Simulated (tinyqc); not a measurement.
Inside a calculation. Model: MOSFET in the linear regime without short-channel effects, parameter extraction from computed curves.

Numbers from tinyqc (`OMP_NUM_THREADS=1 python tinyqc.py 2210009 2210010 out.jsonl`; about 0.01 s on one thread of a shared Intel Xeon 2.30GHz). Printed values are rounded.

Inversion charge Q = Cox n Vt W0(exp((Vg - VT)/(n Vt))), W0 the Lambert function and n = nf; u = Q/Cox; mobility mu = mu0/(1 + th1 u + th2 u^2); channel resistance Rch = (L - dL)/(W mu Q); Id = Vd/(Rch + Rsd/W). Cox = eps0 eox/tox. Small Vd, no channel-length or drain effects.

Parameters, values chosen for the exercise; channel values of the order met in silicon transistors:
```
symbol  value        unit                                                                 meaning
T         300           K                                                             temperature
eox      9.23              relative permittivity of the gate insulator (close to aluminium oxide)
tox        15          nm                                                     insulator thickness
mu0       170  cm^2/(V s)                                                      low-field mobility
th1      0.72         1/V                                       first mobility attenuation factor
th2         0       1/V^2                                      second mobility attenuation factor
VT       0.28           V                                                       threshold voltage
nf       1.41                                                                         body factor
W         0.5          um                                                              gate width
L       0.051          um                                                       drawn gate length
dL      0.002          um                                             drawn less effective length
Rsd       570      ohm um                                            source plus drain resistance
Vd       0.01           V                                                           drain voltage
```

Constants: q = 1.602176634e-19 C, kB = 1.380649e-23 J/K, Vt = kB T/q, eps0 = 8.8541878128e-14 F/cm where lengths are in cm. Results are converted to the units shown.

## Transfer curve

Vg, point 0 to 10 (V): [-0.02, 0.13, 0.28, 0.43, 0.58, 0.73, 0.88, 1.03, 1.18, 1.33, 1.48]

u, mu, Rch and Id as defined.

```
point        u (V)  mu (cm^2/(V s))   Rch (ohm)      Id (uA)
0      9.711510e-6         169.9988  1.089518e8  9.178278e-5
1      5.855731e-4         169.9284  1.807673e6  0.005528487
2       0.02067312         167.5067    51943.19    0.1883836
3        0.1098043         157.5447    10397.86    0.8667122
4        0.2324645         145.6259    5313.389     1.549574
5        0.3659267         134.5504    3653.322     2.086236
6        0.5042397         124.7201    2860.181     2.499887
7        0.6452512         116.0742    2401.610     2.823574
8        0.7879676         108.4643    2104.611     3.082033
9        0.9318540         101.7395    1897.272     3.292428
10        1.076591         95.76679    1744.621     3.466660
```

## Threshold and mobility at the peak transconductance

gm_i = (Id_(i+1) - Id_(i-1))/(Vg_(i+1) - Vg_(i-1)); at the point j of largest gm the tangent meets the axis at V_ext = Vg_j - Id_j/gm_j; field-effect mobility gm_j L/(W Cox Vd) with the drawn L.

gm, point 1 to 9 (uS): [0.6276392, 2.870612, 4.537300, 4.065079, 3.167711, 2.457795, 1.940489, 1.562845, 1.282088]
j = 3
V_ext = 0.2389806 V
field-effect mobility = 84.94513 cm^2/(V s)

V_ext is 41 mV below the model VT, and the mobility so found is 52 % below mu0 L/(L - dL) = 177 cm^2/(V s), the value for the drawn L; attenuation, series resistance and the slow approach of Q to a straight line all lower the peak gm.

## The Y function

Y_i = Id_i/sqrt(gm_i). For Id = beta Vd x/(1 + th x), x = Vg - VT, Y = sqrt(beta Vd) x whatever th. Slope s from points 6 and 9; VT_Y = Vg - Y/s at point 9; beta = s^2/Vd; mobility beta L/(W Cox) with the drawn L; th* = (beta Vd x/Id - 1)/x at point 9.

Y, point 1 to 9 (uA^0.5 V^0.5): [0.006978326, 0.1111874, 0.4068892, 0.7685598, 1.172170, 1.594584, 2.026953, 2.465354, 2.907752]
s = 2.918150 uA^0.5 V^-0.5
VT_Y = 0.3335633 V
beta = 851.5600 uA/V^2
mobility from Y = 159.4249 cm^2/(V s)
th* = 1.582843 1/V

The mobility from Y is 9.9 % below mu0 L/(L - dL) = 177 cm^2/(V s), which it should reach in deep inversion when th2 = 0. th* compares with th1 + mu0 Cox Rsd/(L - dL) = 1.80 1/V, since series resistance enters like th1. The match is poor here: at these overdrives Q is not yet a straight line in Vg.
